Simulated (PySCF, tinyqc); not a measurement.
RHF in the 6-311g basis, for H2, spin multiplicity 1, step by step. The lowest restricted solution is unstable here: a spin-polarised one lies 0.0094 hartree lower (PySCF). Computed by tinyqc, a small Python program that keeps every step (integrals from PySCF). Settings: charge = 0, multiplicity = 1, basis = 6-311g, energy threshold = 1e-10, iteration cap = 56, orthogonalisation = canonical, start = Wolfsberg-Helmholz matrix, DIIS depth = 8, DIIS from iteration = 2, method = RHF. Command: `OMP_NUM_THREADS=1 python tinyqc.py 22706 22707 out.jsonl` (the two numbers bound the seeds that draw the settings). One thread of a shared host (Intel(R) Xeon(R) Processor @ 2.60GHz), about 0.04 s of CPU time with the checks. Later iterations appear only in the table of the cycle.

## One-electron integrals

Geometry (angstrom):

| atom | x | y | z |
|---|---|---|---|
| H | 0.000000 | 0.000000 | 0.000000 |
| H | 0.000000 | 0.000000 | 1.380000 |

Basis 6-311g: exponents (1/bohr^2) and contraction coefficients of normalised primitives:

| element | l (shell) | exponent | coefficient |
|---|---|---|---|
| H | s (1) | 33.865000 | 0.025494 |
| H | s (1) | 5.094790 | 0.190373 |
| H | s (1) | 1.158790 | 0.852161 |
| H | s (2) | 0.325840 | 1.000000 |
| H | s (3) | 0.102741 | 1.000000 |

Overlap, kinetic and nuclear-attraction integrals over the contracted functions; the nuclear repulsion is the sum of Za Zb / Rab.

nuclear repulsion = 0.38346175 hartree

overlap S, lower triangle:
```
          1H 1s     1H 2s     1H 3s     2H 1s     2H 2s     2H 3s
1H 1s  1.000000
1H 2s  0.706377  1.000000
1H 3s  0.373664  0.788963  1.000000
2H 1s  0.014485  0.121843  0.196027  1.000000
2H 2s  0.121843  0.330227  0.463823  0.706377  1.000000
2H 3s  0.196027  0.463823  0.705141  0.373664  0.788963  1.000000
```

kinetic energy T (hartree), lower triangle:
```
           1H 1s      1H 2s     1H 3s     2H 1s     2H 2s     2H 3s
1H 1s   2.304348
1H 2s   0.549119   0.488760
1H 3s   0.106346   0.184881  0.154112
2H 1s  -0.043349  -0.016177  0.031785  2.304348
2H 2s  -0.016177   0.042182  0.070198  0.549119  0.488760
2H 3s   0.031785   0.070198  0.083361  0.106346  0.184881  0.154112
```

nuclear attraction V (hartree), lower triangle:
```
           1H 1s      1H 2s      1H 3s      2H 1s      2H 2s      2H 3s
1H 1s  -2.494558
1H 2s  -1.331593  -1.293250
1H 3s  -0.658276  -0.880581  -0.858695
2H 1s  -0.022431  -0.214743  -0.346273  -2.494558
2H 2s  -0.214743  -0.437332  -0.542825  -1.331593  -1.293250
2H 3s  -0.346273  -0.542825  -0.645469  -0.658276  -0.880581  -0.858695
```

core Hamiltonian H = T + V (hartree), lower triangle:
```
           1H 1s      1H 2s      1H 3s      2H 1s      2H 2s      2H 3s
1H 1s  -0.190210
1H 2s  -0.782474  -0.804490
1H 3s  -0.551930  -0.695699  -0.704583
2H 1s  -0.065780  -0.230920  -0.314488  -0.190210
2H 2s  -0.230920  -0.395149  -0.472627  -0.782474  -0.804490
2H 3s  -0.314488  -0.472627  -0.562108  -0.551930  -0.695699  -0.704583
```

## Two-electron integrals

Functions are numbered as in S; the eight-fold symmetry (ij|kl) = (ji|kl) = (kl|ij) leaves the list below.

Two-electron integrals (ij|kl) in chemists' order, unique and non-zero (hartree):
```
(11|11) 1.393035   (21|11) 0.822971   (21|21) 0.509703   (22|11) 0.822904
(22|21) 0.543028   (22|22) 0.644106   (31|11) 0.411256   (31|21) 0.257757
(31|22) 0.279868   (31|31) 0.130794   (32|11) 0.543681   (32|21) 0.365771
(32|22) 0.452669   (32|31) 0.189803   (32|32) 0.325140   (33|11) 0.494021
(33|21) 0.340115   (33|22) 0.445993   (33|31) 0.178035   (33|32) 0.331779
(33|33) 0.361682   (41|11) 0.010753   (41|21) 0.007296   (41|22) 0.009023
(41|31) 0.003791   (41|32) 0.006422   (41|33) 0.006408   (41|41) 0.000253
(42|11) 0.058913   (42|21) 0.041330   (42|22) 0.056212   (42|31) 0.021776
(42|32) 0.042347   (42|33) 0.046410   (42|41) 0.001620   (42|42) 0.014802
(43|11) 0.081317   (43|21) 0.057279   (43|22) 0.079417   (43|31) 0.030246
(43|32) 0.060849   (43|33) 0.069136   (43|41) 0.002185   (43|42) 0.022397
(43|43) 0.035876   (44|11) 0.383447   (44|21) 0.270785   (44|22) 0.380621
(44|31) 0.143198   (44|32) 0.295118   (44|33) 0.342640   (44|41) 0.010753
(44|42) 0.127561   (44|43) 0.212840   (44|44) 1.393035   (51|11) 0.127561
(51|21) 0.080807   (51|22) 0.089222   (51|31) 0.041130   (51|32) 0.060872
(51|33) 0.057531   (51|41) 0.001620   (51|42) 0.009188   (51|43) 0.012483
(51|44) 0.058913   (51|51) 0.014802   (52|11) 0.207873   (52|21) 0.141412
(52|22) 0.179175   (52|31) 0.073665   (52|32) 0.130191   (52|33) 0.135216
(52|41) 0.003844   (52|42) 0.028204   (52|43) 0.040952   (52|44) 0.207873
(52|51) 0.028204   (52|52) 0.070240   (53|11) 0.213560   (53|21) 0.148191
(53|22) 0.197924   (53|31) 0.077797   (53|32) 0.148708   (53|33) 0.164684
(53|41) 0.004316   (53|42) 0.036915   (53|43) 0.057355   (53|44) 0.304726
(53|51) 0.029897   (53|52) 0.084512   (53|53) 0.112373   (54|11) 0.270785
(54|21) 0.191099   (54|22) 0.267532   (54|31) 0.101015   (54|32) 0.206823
(54|33) 0.239546   (54|41) 0.007296   (54|42) 0.080807   (54|43) 0.133760
(54|44) 0.822971   (54|51) 0.041330   (54|52) 0.141412   (54|53) 0.205902
(54|54) 0.509703   (55|11) 0.380621   (55|21) 0.267532   (55|22) 0.369936
(55|31) 0.141165   (55|32) 0.284156   (55|33) 0.327888   (55|41) 0.009023
(55|42) 0.089222   (55|43) 0.145880   (55|44) 0.822904   (55|51) 0.056212
(55|52) 0.179175   (55|53) 0.257422   (55|54) 0.543028   (55|55) 0.644106
(61|11) 0.212840   (61|21) 0.133760   (61|22) 0.145880   (61|31) 0.067928
(61|32) 0.099097   (61|33) 0.093153   (61|41) 0.002185   (61|42) 0.012483
(61|43) 0.017206   (61|44) 0.081317   (61|51) 0.022397   (61|52) 0.040952
(61|53) 0.043288   (61|54) 0.057279   (61|55) 0.079417   (61|61) 0.035876
(62|11) 0.304726   (62|21) 0.205902   (62|22) 0.257422   (62|31) 0.107014
(62|32) 0.185942   (62|33) 0.191577   (62|41) 0.004316   (62|42) 0.029897
(62|43) 0.043288   (62|44) 0.213560   (62|51) 0.036915   (62|52) 0.084512
(62|53) 0.099180   (62|54) 0.148191   (62|55) 0.197924   (62|61) 0.057355
(62|62) 0.112373   (63|11) 0.313929   (63|21) 0.217209   (63|22) 0.288730
(63|31) 0.113923   (63|32) 0.216770   (63|33) 0.240934   (63|41) 0.005005
(63|42) 0.039883   (63|43) 0.061356   (63|44) 0.313929   (63|51) 0.039883
(63|52) 0.103852   (63|53) 0.134659   (63|54) 0.217209   (63|55) 0.288730
(63|61) 0.061356   (63|62) 0.134659   (63|63) 0.179837   (64|11) 0.143198
(64|21) 0.101015   (64|22) 0.141165   (64|31) 0.053384   (64|32) 0.109013
(64|33) 0.126161   (64|41) 0.003791   (64|42) 0.041130   (64|43) 0.067928
(64|44) 0.411256   (64|51) 0.021776   (64|52) 0.073665   (64|53) 0.107014
(64|54) 0.257757   (64|55) 0.279868   (64|61) 0.030246   (64|62) 0.077797
(64|63) 0.113923   (64|64) 0.130794   (65|11) 0.295118   (65|21) 0.206823
(65|22) 0.284156   (65|31) 0.109013   (65|32) 0.217739   (65|33) 0.251317
(65|41) 0.006422   (65|42) 0.060872   (65|43) 0.099097   (65|44) 0.543681
(65|51) 0.042347   (65|52) 0.130191   (65|53) 0.185942   (65|54) 0.365771
(65|55) 0.452669   (65|61) 0.060849   (65|62) 0.148708   (65|63) 0.216770
(65|64) 0.189803   (65|65) 0.325140   (66|11) 0.342640   (66|21) 0.239546
(66|22) 0.327888   (66|31) 0.126161   (66|32) 0.251317   (66|33) 0.292522
(66|41) 0.006408   (66|42) 0.057531   (66|43) 0.093153   (66|44) 0.494021
(66|51) 0.046410   (66|52) 0.135216   (66|53) 0.191577   (66|54) 0.340115
(66|55) 0.445993   (66|61) 0.069136   (66|62) 0.164684   (66|63) 0.240934
(66|64) 0.178035   (66|65) 0.331779   (66|66) 0.361682
```

## Orthogonalisation

S = U s U^T; canonical form X = U s^(-1/2), so that X^T S X = 1. Each column of U has its largest component positive (the first on a tie).

eigenvalues of S: 0.066290  0.127842  0.356340  0.704284  1.527517  3.217727

X:
```
               1          2          3          4          5         6
1H 1s   0.757244  -0.847432  -0.718516   0.679757   0.426625  0.160379
1H 2s  -1.782568   1.535651   0.538628   0.083063   0.348929  0.245328
1H 3s   1.947205  -0.913630   0.772509  -0.490890   0.153518  0.263595
2H 1s  -0.757244  -0.847432   0.718516   0.679757  -0.426625  0.160379
2H 2s   1.782568   1.535651  -0.538628   0.083063  -0.348929  0.245328
2H 3s  -1.947205  -0.913630  -0.772509  -0.490890  -0.153518  0.263595
```

## Starting guess

The start is the generalised Wolfsberg-Helmholz matrix (K = 1.75) built on H; D = 2 C_occ C_occ^T.

D at the start, lower triangle:
```
           1H 1s      1H 2s      1H 3s      2H 1s     2H 2s     2H 3s
1H 1s   0.047656
1H 2s  -0.117824   0.291301
1H 3s  -0.091259   0.225625   0.174756
2H 1s   0.047656  -0.117824  -0.091259   0.047656
2H 2s  -0.117824   0.291301   0.225625  -0.117824  0.291301
2H 3s  -0.091259   0.225625   0.174756  -0.091259  0.225625  0.174756
```

## Iteration 1: building the Fock matrix

J_ij = sum D_kl (ij|kl), K_ij = sum D_kl (ik|jl); F = H + J - 0.5 K; E = tr D H + tr D J / 2 - 0.25 tr D K + E_nn.

Coulomb J (hartree), lower triangle:
```
          1H 1s     1H 2s     1H 3s     2H 1s     2H 2s     2H 3s
1H 1s  0.969130
1H 2s  0.672434  0.888872
1H 3s  0.352662  0.661736  0.720882
2H 1s  0.015843  0.124386  0.190267  0.969130
2H 2s  0.124386  0.321037  0.411503  0.672434  0.888872
2H 3s  0.190267  0.411503  0.538198  0.352662  0.661736  0.720882
```

exchange K (hartree), lower triangle:
```
          1H 1s     1H 2s     1H 3s     2H 1s     2H 2s     2H 3s
1H 1s  0.184408
1H 2s  0.312460  0.601467
1H 3s  0.287007  0.591949  0.618348
2H 1s  0.089668  0.208849  0.240393  0.184408
2H 2s  0.208849  0.464958  0.522665  0.312460  0.601467
2H 3s  0.240393  0.522665  0.579203  0.287007  0.591949  0.618348
```

Fock matrix F (hartree), lower triangle:
```
           1H 1s      1H 2s      1H 3s      2H 1s      2H 2s      2H 3s
1H 1s   0.686716
1H 2s  -0.266269  -0.216351
1H 3s  -0.342771  -0.329938  -0.292875
2H 1s  -0.094771  -0.210958  -0.244418   0.686716
2H 2s  -0.210958  -0.306592  -0.322457  -0.266269  -0.216351
2H 3s  -0.244418  -0.322457  -0.313512  -0.342771  -0.329938  -0.292875
```

total energy of this density = -0.63467899 hartree

## Iteration 1: diagonalisation and new density

Diagonalise F' = X^T F X, C = X C', fill 1 alpha and 1 beta electrons from the bottom; D = 2 C_occ C_occ^T. Each column has its largest component positive (the first on a tie).

F' = X^T F X (hartree), lower triangle:
```
           1          2          3         4         5          6
1   1.448642
2   0.000000   1.698404
3  -0.983355   0.000000   1.175444
4   0.000000  -0.965024   0.000000  1.029947
5   0.267563   0.000000  -0.486381  0.000000  0.247118
6   0.000000  -0.100797   0.000000  0.103396  0.000000  -0.459917
```

orbital energies (hartree): MO1 -0.467811, MO2 0.010442, MO3 0.343728, MO4 0.430507, MO5 2.392517, MO6 2.430255

coefficients C:
```
            MO1        MO2        MO3        MO4        MO5        MO6
1H 1s  0.104210   0.135329   0.064927  -0.106283  -1.091263  -1.114488
1H 2s  0.274283   0.218412   0.968233  -1.063290   1.188530   1.552782
1H 3s  0.269795   0.907625  -0.921974   1.649734  -0.471540  -0.930880
2H 1s  0.104210  -0.135329   0.064927   0.106283  -1.091263   1.114488
2H 2s  0.274283  -0.218412   0.968233   1.063290   1.188530  -1.552782
2H 3s  0.269795  -0.907625  -0.921974  -1.649734  -0.471540   0.930880
```

D after iteration 1, lower triangle:
```
          1H 1s     1H 2s     1H 3s     2H 1s     2H 2s     2H 3s
1H 1s  0.021719
1H 2s  0.057166  0.150462
1H 3s  0.056230  0.148000  0.145579
2H 1s  0.021719  0.057166  0.056230  0.021719
2H 2s  0.057166  0.150462  0.148000  0.057166  0.150462
2H 3s  0.056230  0.148000  0.145579  0.056230  0.148000  0.145579
```

## Iteration 2: building the Fock matrix

As before.

Coulomb J (hartree), lower triangle:
```
          1H 1s     1H 2s     1H 3s     2H 1s     2H 2s     2H 3s
1H 1s  1.139397
1H 2s  0.766434  0.964622
1H 3s  0.398297  0.705148  0.749636
2H 1s  0.017414  0.139267  0.214171  1.139397
2H 2s  0.139267  0.345527  0.438361  0.766434  0.964622
2H 3s  0.214171  0.438361  0.560761  0.398297  0.705148  0.749636
```

exchange K (hartree), lower triangle:
```
          1H 1s     1H 2s     1H 3s     2H 1s     2H 2s     2H 3s
1H 1s  0.493252
1H 2s  0.553596  0.726477
1H 3s  0.449285  0.641535  0.607092
2H 1s  0.192088  0.333087  0.364625  0.493252
2H 2s  0.333087  0.534793  0.559010  0.553596  0.726477
2H 3s  0.364625  0.559010  0.567512  0.449285  0.641535  0.607092
```

Fock matrix F (hartree), lower triangle:
```
           1H 1s      1H 2s      1H 3s      2H 1s      2H 2s      2H 3s
1H 1s   0.702561
1H 2s  -0.292838  -0.203107
1H 3s  -0.378275  -0.311318  -0.258492
2H 1s  -0.144410  -0.258196  -0.282630   0.702561
2H 2s  -0.258196  -0.317020  -0.313772  -0.292838  -0.203107
2H 3s  -0.282630  -0.313772  -0.285104  -0.378275  -0.311318  -0.258492
```

total energy of this density = -1.01375436 hartree

## Iteration 2: diagonalisation and new density

As before.

F' = X^T F X (hartree), lower triangle:
```
           1          2          3         4         5          6
1   1.485928
2   0.000000   1.770637
3  -1.023218   0.000000   1.242448
4   0.000000  -1.027827   0.000000  1.106287
5   0.276675   0.000000  -0.508892  0.000000  0.292147
6   0.000000  -0.060998   0.000000  0.033119  0.000000  -0.469609
```

orbital energies (hartree): MO1 -0.471292, MO2 0.036172, MO3 0.358391, MO4 0.455952, MO5 2.520216, MO6 2.528398

coefficients C:
```
            MO1        MO2        MO3        MO4        MO5        MO6
1H 1s  0.135921   0.133397   0.049589  -0.098555  -1.088576  -1.115430
1H 2s  0.283351   0.182657   0.967602  -1.086235   1.186915   1.541477
1H 3s  0.242896   0.960499  -0.937191   1.630127  -0.455906  -0.912180
2H 1s  0.135921  -0.133397   0.049589   0.098555  -1.088576   1.115430
2H 2s  0.283351  -0.182657   0.967602   1.086235   1.186915  -1.541477
2H 3s  0.242896  -0.960499  -0.937191  -1.630127  -0.455906   0.912180
```

D after iteration 2, lower triangle:
```
          1H 1s     1H 2s     1H 3s     2H 1s     2H 2s     2H 3s
1H 1s  0.036949
1H 2s  0.077026  0.160575
1H 3s  0.066029  0.137650  0.117997
2H 1s  0.036949  0.077026  0.066029  0.036949
2H 2s  0.077026  0.160575  0.137650  0.077026  0.160575
2H 3s  0.066029  0.137650  0.117997  0.066029  0.137650  0.117997
```

## Iteration 3: building the Fock matrix

As before.

Coulomb J (hartree), lower triangle:
```
          1H 1s     1H 2s     1H 3s     2H 1s     2H 2s     2H 3s
1H 1s  1.182151
1H 2s  0.790681  0.985792
1H 3s  0.410201  0.717831  0.758649
2H 1s  0.017877  0.143331  0.220507  1.182151
2H 2s  0.143331  0.352910  0.446451  0.790681  0.985792
2H 3s  0.220507  0.446451  0.567948  0.410201  0.717831  0.758649
```

exchange K (hartree), lower triangle:
```
          1H 1s     1H 2s     1H 3s     2H 1s     2H 2s     2H 3s
1H 1s  0.554431
1H 2s  0.596297  0.748263
1H 3s  0.472673  0.645122  0.595808
2H 1s  0.211486  0.354084  0.381861  0.554431
2H 2s  0.354084  0.546794  0.560917  0.596297  0.748263
2H 3s  0.381861  0.560917  0.556829  0.472673  0.645122  0.595808
```

Fock matrix F (hartree), lower triangle:
```
           1H 1s      1H 2s      1H 3s      2H 1s      2H 2s      2H 3s
1H 1s   0.714725
1H 2s  -0.289942  -0.192828
1H 3s  -0.378065  -0.300429  -0.243837
2H 1s  -0.153645  -0.264630  -0.284912   0.714725
2H 2s  -0.264630  -0.315636  -0.306634  -0.289942  -0.192828
2H 3s  -0.284912  -0.306634  -0.272575  -0.378065  -0.300429  -0.243837
```

total energy of this density = -1.02222770 hartree

## Iteration 3: DIIS over 2 matrices

error matrix X^T (FDS - SDF) X:
```
          1          2         3         4         5          6
1  0.000000   0.000000  0.000000  0.000000  0.000000   0.000000
2  0.000000   0.000000  0.000000  0.000549  0.000000   0.005763
3  0.000000   0.000000  0.000000  0.000000  0.000000   0.000000
4  0.000000  -0.000549  0.000000  0.000000  0.000000  -0.022968
5  0.000000   0.000000  0.000000  0.000000  0.000000   0.000000
6  0.000000  -0.005763  0.000000  0.022968  0.000000   0.000000
```

B (overlaps of the stored error matrices):
```
               1              2
1  6.2086688e-02  7.9997128e-03
2  7.9997128e-03  1.1220582e-03
```

Minimise |sum c_i e_i|^2 with sum c_i = 1: solve [B -1; -1 0][c; lambda] = [0; -1] with B_ij = tr e_i^T e_j, and take F = sum c_i F_i.

DIIS coefficients: -0.145684  1.145684

extrapolated F (hartree), lower triangle:
```
           1H 1s      1H 2s      1H 3s      2H 1s      2H 2s      2H 3s
1H 1s   0.716497
1H 2s  -0.289520  -0.191331
1H 3s  -0.378035  -0.298843  -0.241702
2H 1s  -0.154991  -0.265568  -0.285245   0.716497
2H 2s  -0.265568  -0.315435  -0.305595  -0.289520  -0.191331
2H 3s  -0.285245  -0.305595  -0.270749  -0.378035  -0.298843  -0.241702
```

## Iteration 3: diagonalisation and new density

As before.

F' = X^T F X (hartree), lower triangle:
```
           1          2          3         4         5          6
1   1.496714
2   0.000000   1.788306
3  -1.033508   0.000000   1.260851
4   0.000000  -1.041539   0.000000  1.123467
5   0.279580   0.000000  -0.515681  0.000000  0.311702
6   0.000000  -0.057937   0.000000  0.020329  0.000000  -0.459197
```

orbital energies (hartree): MO1 -0.460728, MO2 0.047646, MO3 0.362969, MO4 0.465786, MO5 2.550335, MO6 2.555835

coefficients C:
```
            MO1        MO2        MO3        MO4        MO5        MO6
1H 1s  0.140184   0.131377   0.046156  -0.096829  -1.088186  -1.115821
1H 2s  0.289452   0.167133   0.966737  -1.093963   1.186147   1.537769
1H 3s  0.234565   0.984326  -0.940534   1.618611  -0.453376  -0.907273
2H 1s  0.140184  -0.131377   0.046156   0.096829  -1.088186   1.115821
2H 2s  0.289452  -0.167133   0.966737   1.093963   1.186147  -1.537769
2H 3s  0.234565  -0.984326  -0.940534  -1.618611  -0.453376   0.907273
```

D after iteration 3, lower triangle:
```
          1H 1s     1H 2s     1H 3s     2H 1s     2H 2s     2H 3s
1H 1s  0.039303
1H 2s  0.081153  0.167565
1H 3s  0.065765  0.135791  0.110042
2H 1s  0.039303  0.081153  0.065765  0.039303
2H 2s  0.081153  0.167565  0.135791  0.081153  0.167565
2H 3s  0.065765  0.135791  0.110042  0.065765  0.135791  0.110042
```

## Iteration 6 (converged): orbitals

converged F (hartree), lower triangle:
```
           1H 1s      1H 2s      1H 3s      2H 1s      2H 2s      2H 3s
1H 1s   0.718303
1H 2s  -0.288778  -0.190305
1H 3s  -0.377512  -0.297631  -0.239957
2H 1s  -0.155604  -0.265979  -0.285074   0.718303
2H 2s  -0.265979  -0.315418  -0.304821  -0.288778  -0.190305
2H 3s  -0.285074  -0.304821  -0.269261  -0.377512  -0.297631  -0.239957
```

As before.

F' = X^T F X (hartree), lower triangle:
```
           1          2          3         4         5          6
1   1.497619
2   0.000000   1.789619
3  -1.034272   0.000000   1.262403
4   0.000000  -1.042681   0.000000  1.124967
5   0.279919   0.000000  -0.516309  0.000000  0.313712
6   0.000000  -0.058803   0.000000  0.019661  0.000000  -0.457878
```

orbital energies (hartree): MO1 -0.459468, MO2 0.048854, MO3 0.363363, MO4 0.466758, MO5 2.552813, MO6 2.558122

coefficients C:
```
            MO1        MO2        MO3        MO4        MO5        MO6
1H 1s  0.140139   0.131114   0.045769  -0.096654  -1.088208  -1.115867
1H 2s  0.290833   0.165720   0.966579  -1.094707   1.185938   1.537392
1H 3s  0.233289   0.986566  -0.940925   1.617483  -0.453223  -0.906852
2H 1s  0.140139  -0.131114   0.045769   0.096654  -1.088208   1.115867
2H 2s  0.290833  -0.165720   0.966579   1.094707   1.185938  -1.537392
2H 3s  0.233289  -0.986566  -0.940925  -1.617483  -0.453223   0.906852
```

D after iteration 6, lower triangle:
```
          1H 1s     1H 2s     1H 3s     2H 1s     2H 2s     2H 3s
1H 1s  0.039278
1H 2s  0.081514  0.169168
1H 3s  0.065386  0.135697  0.108848
2H 1s  0.039278  0.081514  0.065386  0.039278
2H 2s  0.081514  0.169168  0.135697  0.081514  0.169168
2H 3s  0.065386  0.135697  0.108848  0.065386  0.135697  0.108848
```

## Convergence

Stop when the energy changes by less than 1e-10 hartree and every element of the error matrix X^T (F D S - S D F) X is below 3e-06.

Course of the cycle:

| iteration | E (hartree) | change | largest element of the error matrix |
|---|---|---|---|
| 1 | -0.63467899 | - | 9.16e-01 |
| 2 | -1.01375436 | -3.79e-01 | 1.52e-01 |
| 3 | -1.02222770 | -8.47e-03 | 2.30e-02 |
| 4 | -1.02246628 | -2.39e-04 | 1.36e-03 |
| 5 | -1.02246849 | -2.21e-06 | 8.99e-06 |
| 6 | -1.02246849 | -8.51e-11 | 4.89e-09 |

PySCF RHF in the same basis = -1.02246849 hartree

Converged in 6 iterations.

## Populations, bond orders and dipole

Mulliken: Z minus the diagonal of D S on the atom; Loewdin: the same with S^(1/2) D S^(1/2); Mayer order: 2 sum_s sum (D(s) S)_ij (D(s) S)_ji over the two atoms.

Charges (e):

| atom | Mulliken | Loewdin |
|---|---|---|
| 1H | 0 | 0 |
| 2H | 0 | 0 |

Mayer bond orders:

| pair | order |
|---|---|
| 2-1 | 1.000000 |

dipole moment about the origin, x y z (debye): 0.000000  0.000000  0.000000
